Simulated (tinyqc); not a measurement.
Crystal pulling from the melt: segregation, interface stability, heat balance and point-defect regime: one step, computed by the program tinyqc.

A dilute solute; steady pulling with a flat interface unless it is found unstable.

Question. Concentration at the frozen fraction g. Axial profile: C_s = k_eff C0 (1 - g)^(k_eff - 1 + beta), where beta, the evaporation velocity times the free melt area over the volume growth rate, is taken constant; bulk melt C_L = C_s/k_eff. Usable fraction: the g at which C_s has changed by 30 % from its first value (0.99 at most).

Inputs (values chosen for the exercise, modelled on arsenic in silicon): initial melt concentration C0 = 3.9e+17 1/cm^3; frozen fraction g = 0.47; evaporation number beta = 0.18.

Loss from the melt surface: evaporation.

k_eff = 0.3373256

Give: C_s; C_L; usable fraction.

Answer.

C_s = 1.787e+17 1/cm^3

C_L = 5.298e+17 1/cm^3

usable fraction = 0.4193

C_s rises along the crystal, evaporation notwithstanding.
